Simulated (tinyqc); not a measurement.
Three voltage laws: time-dependent dielectric breakdown: cell percolation, Weibull statistics, area scaling and voltage extrapolation. Computed by tinyqc, a small Python program. Command: `OMP_NUM_THREADS=1 python tinyqc.py 3020917 3020918 out.jsonl tddb walk`. One thread of a shared host (Intel(R) Xeon(R) Processor @ 2.30GHz), about 0.01 s of CPU time with the checks.

The oxide is divided into columns of area a^2, each holding m = t_ox/a cells (m is taken as continuous). A share lambda(t) = (t/t_1)^alpha of the cells is defective, and a column whose cells are all defective breaks down.

Inputs (values chosen for the exercise, for a model gate oxide):
```
quantity                                                   value  unit
oxide thickness t_ox                                         3.5    nm
defect cell size a                                           1.4    nm
exponent alpha of defect growth                             0.71     -
time t_1 at which the occupied share would reach 1       5.2e+07     s
test area A                                                10000  um^2
product area A_u                                          200000  um^2
stress voltage V                                            4.89     V
use voltage V_u                                              2.4     V
local exponent n = -d ln t/d ln V at the stress voltage       28     -
activation energy E_a                                       0.44    eV
stress temperature T                                         105     C
use temperature T_u                                           55     C
allowed failure fraction F                                 1e-06     -
```

Voltage law used: E.

Constants: k_B = 8.617333262e-05 eV/K.

Method:
- Failure fraction F = 1 - (1 - lambda^m)^N with N = A/a^2 columns, which for small lambda^m is 1 - exp(-(t/t63)^beta) with beta = alpha m and t63 = t_1 N^(-1/beta); critical share lambda(t63) = N^(-1/m). 1 um^2 = 1e6 nm^2.
- All three voltage laws share the slope n at the stress voltage. Factor t(V_u)/t(V): E law exp(n (1 - V_u/V)); 1/E law exp(n (V/V_u - 1)); power law (V/V_u)^n.
- Temperatures in kelvin are T(C) + 273.15.
- Temperature factor exp[(E_a/k_B)(1/T_u - 1/T)]; area factor (A/A_u)^(1/beta); percentile factor (-ln(1 - F))^(1/beta); life = t63 x all four; 1 year = 3.15576e7 s.
- Life = t63 x voltage, temperature, area and percentile factors, the last three as above.

projected life = 0.00524837 years

voltage factor = 1.55606e+06

Log10 of the life in years:
```
V_u/V  V_u (V)    E law  1/E law  power law
1.00    4.8900  -8.4720  -8.4720    -8.4720
0.95    4.6455  -7.8640  -7.8320    -7.8483
0.90    4.4010  -7.2560  -7.1209    -7.1908
0.80    3.9120  -6.0400  -5.4319    -5.7585
0.70    3.4230  -4.8239  -3.2605    -4.1347
0.60    2.9340  -3.6079  -0.3652    -2.2602
0.50    2.4450  -2.3919   3.6882    -0.0432
0.40    1.9560  -1.1759   9.7684     2.6703
```

What does the comparison show, and why?

At V_u/V = 0.9 the laws differ by 0.14 decades at most, and at 0.5 by 6.1. The E law is the most cautious and the 1/E law the most hopeful. Ten years are reached at V_u/V = 0.221 (E), 0.562 (1/E), 0.459 (power). Caution: t_1 is an input here; in a real oxide it changes with thickness at fixed voltage. Caution: the rows at low voltage extrapolate over many decades and cannot be tested.
